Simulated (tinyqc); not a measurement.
# MOSFET in the linear regime without short-channel effects, parameter extraction from computed curves: two studies

Inversion charge Q = Cox n Vt W0(exp((Vg - VT)/(n Vt))), W0 the Lambert function and n = nf; u = Q/Cox; mobility mu = mu0/(1 + th1 u + th2 u^2); channel resistance Rch = (L - dL)/(W mu Q); Id = Vd/(Rch + Rsd/W). Cox = eps0 eox/tox. Small Vd, no channel-length or drain effects.

Values chosen for this exercise; channel values of the order met in silicon transistors: temperature T = 300 K; relative permittivity of the gate insulator (close to silicon dioxide) eox = 3.9; insulator thickness tox = 4.9 nm; low-field mobility mu0 = 300 cm^2/(V s); first mobility attenuation factor th1 = 0.53 1/V; second mobility attenuation factor th2 = 0 1/V^2; threshold voltage VT = 0.55 V; body factor nf = 1.44; gate width W = 1 um; drawn gate length L = 0.17 um; drawn less effective length dL = 0.019 um; source plus drain resistance Rsd = 87 ohm um; drain voltage Vd = 0.02 V.

Constants: q = 1.602176634e-19 C, kB = 1.380649e-23 J/K, Vt = kB T/q, eps0 = 8.8541878128e-14 F/cm where lengths are in cm. Results are converted to the units shown.

Each table varies one quantity; the others keep the values above.

## Extraction methods against the drawn gate length

From the continuous curve Id(Vg): tangent at peak gm (V_ext = Vg - Id/gm); constant current Id = 0.1 uA W/L; peak of d2Id/dVg2; Y = Id/sqrt(gm) drawn through Vg = VT + 0.6 and VT + 0.8 V, with intercept VT_Y and slope s. Mobilities gm,max L/(W Cox Vd) and s^2 L/(W Cox Vd) with the drawn L. Last column: share of Rsd/W in the total resistance at VT + 0.8 V.

Extraction methods against the drawn gate length:
columns A: L (um); B: V_ext (V); C: constant current (V); D: second derivative (V); E: VT_Y (V); F: mobility from gm (cm^2/(V s)); G: mobility from Y (cm^2/(V s)); H: series share (%)
```
A          B      C      D      E    F    G      H
0.03   0.521  0.505  0.528  0.596  404  725   45.8
0.062  0.539  0.537  0.535  0.596  266  383   17.8
0.13   0.545  0.548  0.537  0.596  231  311   7.73
0.27   0.548  0.553  0.538  0.596  218  286   3.57
0.56   0.549  0.555  0.538  0.596  212  275   1.69
1.2    0.550  0.557  0.538  0.596  209  270  0.782
2.4    0.550  0.557  0.538  0.596  208  268  0.389
5      0.551  0.557  0.538  0.596  208  267  0.186
```

What does the table show?

The model has VT = 0.55 V and mu0 = 300 cm^2/(V s). Over the table the extracted thresholds move by 30 mV (tangent), 52 mV (constant current), 10 mV (second derivative), under 0.5 mV (Y function). The mobility from gm falls from 404 to 208 and that from Y falls from 725 to 267 cm^2/(V s).

## Extraction methods against the source plus drain resistance

Same model as above.

Extraction methods against the source plus drain resistance:
columns A: Rsd (ohm um); B: V_ext (V); C: constant current (V); D: second derivative (V); E: VT_Y (V); F: mobility from gm (cm^2/(V s)); G: mobility from Y (cm^2/(V s)); H: series share (%)
```
A         B      C      D      E    F    G     H
0     0.551  0.550  0.538  0.596  233  299     0
50    0.548  0.550  0.538  0.596  228  299  3.42
100   0.546  0.551  0.537  0.596  224  299  6.61
200   0.542  0.551  0.536  0.596  215  299  12.4
400   0.536  0.551  0.534  0.596  202  299  22.1
800   0.527  0.552  0.531  0.596  181  299  36.2
1500  0.517  0.553  0.526  0.596  157  299  51.5
```

Read the table: what changes, and by how much?

The model has VT = 0.55 V and mu0 = 300 cm^2/(V s). Over the table the extracted thresholds move by 34 mV (tangent), 2.7 mV (constant current), 12 mV (second derivative), under 0.5 mV (Y function). The mobility from gm falls from 233 to 157 and that from Y stays near 299 cm^2/(V s). Y cancels the series resistance, which multiplies Id and sqrt(gm) by the same factor.

Computed by the program tinyqc: `OMP_NUM_THREADS=1 python tinyqc.py 2210087 2210088 out.jsonl`, one thread of a shared Intel Xeon 2.30GHz, about 0.01 s for the whole run.
